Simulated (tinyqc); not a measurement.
Static screening by free carriers, step by step. Values are carried at full precision from step to step, so a last printed digit may differ when a step is redone from the rounded ones.

kF = (3 pi^2 n/Mv)^(1/3), EF = c kF^2/m with c = hbar^2/2m0, n in 1/angstrom^3 (1e-24 per 1/cm^3), e2 = e^2/(4 pi eps0). Thomas-Fermi: qTF^2 = 6 pi e2 n/(eps EF). Debye: qD^2 = 4 pi e2 n/(eps kB T).

Constants: hbar^2/2m0 = 3.80998211 eV angstrom^2; e^2/(4 pi eps0) = 14.39964547 eV angstrom; kB = 8.617333262e-05 eV/K; a0 (Bohr radius) = 0.5291772105 angstrom; hbar = 6.58211957e-16 eV s.

Values chosen for the exercise (near those of Ge; shifted at random, so the results belong to these values and not to a real crystal):
- n = 8.8e+18 1/cm^3 (carrier density)
- m = 0.2211 m0 (mass of one isotropic valley)
- Mv = 4 (valleys)
- eps = 16.1 (background dielectric constant)
- T = 77 K
- q = 0.069 1/angstrom (wave vector)
- aD = 51.8 angstrom (trial radius)
- NI = 8.8e+18 1/cm^3 (ionised impurities)

## Fermi and screening wave vectors

Also the effective Bohr radius aB = a0 eps/m and rs = (3/(4 pi n))^(1/3)/aB.

kF = 0.040236 1/angstrom
EF at 0 K = 27.90 meV
EF/kT = 4.20
qTF = 0.072924 1/angstrom
qD = 0.12209 1/angstrom
aB = 38.53 angstrom
rs = 0.780

The gas is partly degenerate; neither limit is exact, and the true screening wave vector lies below both.

## Screening at finite temperature

F_j(eta) = (1/Gamma(j + 1)) integral_0^infinity x^j dx/(1 + exp(x - eta)), which tends to exp(eta) for eta << 0.

At finite T: qs^2 = qD^2 F_-1/2(eta)/F_1/2(eta), where n = Mv N F_1/2(eta) and N = 2 (m kB T/(4 pi c))^(3/2) with c = hbar^2/2m0, in 1/angstrom^3; times 1e24 for 1/cm^3.

Solve for eta and form qs.

n/(Mv N) = 6.485
eta = 3.988
qs = 0.07082 1/angstrom
screening length 1/qs = 14.12 angstrom

qs is 0.580 of the Debye value and 0.971 of the Thomas-Fermi value.

## Lindhard function at one q

Lindhard at zero temperature: eps(q)/eps = 1 + (qTF/q)^2 L(x), x = q/(2 kF), L(x) = 1/2 + ((1 - x^2)/(4x)) ln|(1 + x)/(1 - x)|.

Compare with Thomas-Fermi, 1 + (qTF/q)^2.

x = 0.8574
L(x) = 0.6982
eps(q)/eps, Lindhard = 1.780
eps(q)/eps, Thomas-Fermi = 2.117

The carriers respond with 70 % of their long-wave strength at this q.

## A donor in the screened potential

Donor in the screened potential -(e2/eps) exp(-qs r)/r with the trial function exp(-r/a): E(a) = c/(m a^2) - (e2/eps) 4/(a (2 + qs a)^2), e2 = e^2/(4 pi eps0), c = hbar^2/2m0; isotropic mass.

Evaluate both terms at a = aD.

kinetic term = 6.422 meV
potential term = -2.149 meV
E(aD) = 4.273 meV
unscreened level -m Ry/eps^2 (Ry = 13.60569312 eV) = -11.605 meV

This trial radius gives no binding, nor does any radius up to 3 aB.

## Ionised-impurity scattering at E = 3 kT

Brooks-Herring rate for an electron of energy E: 1/tau = NI (pi e2^2/(eps^2 hbar)) (sqrt(c/m)/E^(3/2)) Phi(b), with Phi = ln(1 + b) - b/(1 + b), b = (2k/qs)^2, k^2 = m E/c, NI in 1/angstrom^3.

e2 = e^2/(4 pi eps0), c = hbar^2/2m0; mobility estimate mu = tau/(m m0/e) with m0/e = 5.685630e-12 kg/C, times 1e4 for cm^2/(V s).

b = 0.9213
Phi = 0.1735
1/tau = 8.61e+12 1/s
mu at this energy = 923 cm^2/(V s)

b is not large: the electron wavelength is comparable with the screening length, outside the regime that the Brooks-Herring formula is meant for. In this degenerate gas the current is carried at EF, above 3 kT.

## Checks

- Scattering rate against the golden-rule integral over angles (1/s): both 8.615e+12.
- L(x) at x = 0.7 against the integral over the Fermi sphere: both 0.81595.

Run: tinyqc, `OMP_NUM_THREADS=1 python tinyqc.py 1650753 1650754 out.jsonl`; Intel(R) Xeon(R) Processor @ 2.30GHz, one thread, shared host; about 0.01 s of CPU time with all checks.
